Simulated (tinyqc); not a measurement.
Extrapolating accelerated tests: lateral field, substrate current, probability of reaching the oxide barrier and hot-carrier lifetime of a silicon transistor (pseudo-two-dimensional and lucky-electron models). Computed by tinyqc, a small Python program. Command: `OMP_NUM_THREADS=1 python tinyqc.py 3010440 3010441 out.jsonl hotcar walk`. One thread of a shared host (Intel(R) Xeon(R) Processor @ 2.30GHz), about 0.01 s of CPU time with the checks.

Local-field models: a lucky carrier gains its energy at the peak field over a path free of collisions. Voltages are magnitudes.

Inputs (values chosen for the exercise, modelled on a silicon n-channel):

| quantity | value | unit |
|---|---|---|
| channel length L | 210 | nm |
| oxide thickness t | 4.7 | nm |
| junction depth x_j | 34 | nm |
| mobility mu | 290 | cm^2/(V s) |
| saturation velocity v_s | 0.88 | 1e7 cm/s |
| threshold voltage V_T | 0.51 | V |
| gate voltage V_G | 1.1 | V |
| drain voltage V_D | 2.9 | V |
| ionisation prefactor A_i | 1.9e+06 | 1/cm |
| ionisation field B_i | 1.64 | MV/cm |
| hot-carrier mean free path lambda | 8 | nm |
| oxide barrier phi_b | 3.1 | eV |
| interface-trap threshold phi_it | 3.8 | eV |
| lifetime constant H | 200 | s microampere/micrometre |
| length of the depleted extension L_n | 26 | nm |

Drain: lightly doped extension.

Constants: eps_0 = 8.8541878128e-12 F/m.

Method:
- C_ox = 3.9 eps_0/t; F_sat = 2 v_s/mu; V_Dsat = V_ov F_sat L/(V_ov + F_sat L), V_ov = V_G - V_T; I_D/W = C_ox v_s (V_ov - V_Dsat).
- Scale length l = 0.22 t^(1/3) x_j^(1/2) (all in cm); F_m = sqrt(((V_D - V_Dsat)/l_e)^2 + F_sat^2), with l_e = l + L_n; length of the velocity-saturated region l_e ln((V_D - V_Dsat)/(l_e F_sat) + F_m/F_sat).
- Substrate current I_sub/I_D = (A_i/B_i)(V_D - V_Dsat) exp(-B_i/F_m); probability of reaching the oxide barrier exp(-phi_b/(e lambda F_m)); lifetime tau = (H/(I_D/W)) exp(phi_it/(e lambda F_m)).
- V_10 solves tau = 3.156e8 s at the given V_G. The extrapolation fits ln(tau) against 1/V_D at 1, 1.08, 1.16 and 1.25 times the given V_D (rounded to 3 digits) by least squares and reads off the same tau.

V_Dsat = 0.403299 V

Stress points:

| V_D (V) | 1/V_D (1/V) | tau (s) |
|---|---|---|
| 2.90 | 0.34483 | 84663 |
| 3.13 | 0.31949 | 34454 |
| 3.36 | 0.29762 | 16075 |
| 3.62 | 0.27624 | 7724 |

ten-year drain voltage V_10 = 1.7937 V

V_10 from the 1/V_D extrapolation = 1.7225 V

What follows from these numbers?

The extrapolation is 71 mV below the true value: ln(tau) is nearly linear in 1/(V_D - V_Dsat), not in 1/V_D, so the straight line errs on the safe side when one extrapolates down. At V_10 the available energy e V_D is below phi_it, so the model understates the lifetime there.

Extremes, crossings and ranges named in words are read from the listed rows.
